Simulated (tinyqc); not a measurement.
# Electron-beam lithography: double-Gaussian proximity function, edge placement and dose correction for parallel lines, step by step

A worked calculation. Computed by tinyqc, a small Python program that keeps every step. Command: `OMP_NUM_THREADS=1 python tinyqc.py 3112239 3112240 out.jsonl proximity walk`. One thread of a shared host (Intel(R) Xeon(R) Processor @ 2.30GHz), about 0.01 s of CPU time with the checks. Intermediate numbers are printed to about 6 digits and carried at full precision; extremes and crossings named in words are read from the listed rows.

Lines are infinitely long. Absorbed energy is counted so that the middle of a very large area written at dose 1 receives 1; the resist develops where it exceeds 1/2.

Inputs (values chosen for the exercise, of the order of those for 10 keV electrons in resist on silicon):
```
quantity                              value               unit
forward range alpha                    0.02         micrometre
backscatter range beta                  1.3         micrometre
backscatter ratio eta                   0.5                  -
base dose D0                            200  microcoulomb/cm^2
beam current                            100                 nA
pixel size                                2                 nm
width of the test line                 0.24         micrometre
pattern density around the test line   0.47                  -
```

line widths (micrometre): 0.11  1.5  0.034  0.091  0.073

gaps between the lines (micrometre): 0.12  0.38  0.079  0.23

Constants: e = 1.602176634e-19 C.

## Layout

The first line starts at x = 0; each next one starts after the width and the gap.

Lines (micrometre):
```
line  left edge  right edge  centre
1         0.000       0.110  0.0550
2         0.230       1.730  0.9800
3         2.110       2.144  2.1270
4         2.223       2.314  2.2685
5         2.544       2.617  2.5805
```

## Interaction matrix

f(r) = [exp(-r^2/alpha^2)/alpha^2 + eta exp(-r^2/beta^2)/beta^2]/(pi (1 + eta)). A line from a to b at dose d gives E(x) = d [S(alpha) + eta S(beta)]/(1 + eta), S(s) = [erf((b - x)/s) - erf((a - x)/s)]/2. M_ij is the mean of E at the two edges of line i from line j at dose 1.

M:
```
          1         2         3         4         5
1  0.349208  0.130059  0.000391  0.000733  0.000246
2  0.009324  0.482879  0.002533  0.006107  0.003643
3  0.001259  0.104467  0.332848  0.013002  0.009347
4  0.000884  0.088619  0.004855  0.346476  0.009956
5  0.000369  0.057435  0.004352  0.012414  0.343883
```

## Dose correction

Uncorrected edge energies are M 1. Solve M d = 1/2 for the doses d that put the mean edge energy of every line at the threshold.

edge energies at dose 1: 1 0.480637, 2 0.504485, 3 0.460922, 4 0.450791, 5 0.418453

corrected doses: 1 1.06028, 2 0.98548, 3 1.10982, 4 1.13735, 5 1.23315

largest over smallest dose = 1.25132

Line 5 needs the most and line 2 the least; a narrow isolated line much wider than alpha would need 1 + eta = 1.50.

## Printed widths

Edges are the roots of E(x) = 1/2 between a line centre and the middle of the next gap. Three cases: dose 1 everywhere; one common dose equal to the mean of d; the corrected doses.

Width error, printed less drawn (nm):
```
line  drawn width (nm)    dose 1  mean dose  corrected
1                  110  -2.05714    3.01369   0.003774
2                 1500   0.47461    5.54493   0.000223
3                   34  -4.47473    0.95883   0.000925
4                   91  -5.26164   -0.16818   0.002261
5                   73  -8.81255   -3.61884   0.001263
```

With the common mean dose the errors span 9.2 nm. With corrected doses the largest error is below 0.01 nm.

## Dose to size and latitude

A test line of width w << beta in surroundings of density rho, all at dose d: near its edge E(x) = d [S + eta rho]/(1 + eta), S = [erf((b - x)/alpha) - erf((a - x)/alpha)]/2 for edges a and b, the second term being the background energy. Dose to size d_s = (1 + eta)/(erf(w/alpha) + 2 eta rho), dose = d_s D0; edge slope d [1 - exp(-w^2/alpha^2)]/(sqrt(pi) alpha (1 + eta)); width change per 1 % of dose = 2 x 0.01 x (1/2)/slope.

dose to size d_s = 1.02041

dose = 204.082 microcoulomb/cm^2

edge slope = 0.0191901 1/nm

width change per 1 % of dose = 0.521101 nm

background energy = 0.159864

The background supplies 32 % of the threshold.

## Shot noise and writing time

With dose = d_s D0: electrons per pixel N = dose x pixel area/e; relative noise 1/sqrt(N); time per cm^2 of pattern area = dose x density/current; pixel rate = current/(dose x pixel area).

electrons per pixel = 50.9511

shot noise = 14.0095 %

writing time per cm^2 = 0.266440 h

pixel rate = 12250 MHz

Checks made by the program: corrected edge energies (relative difference below 1e-10).
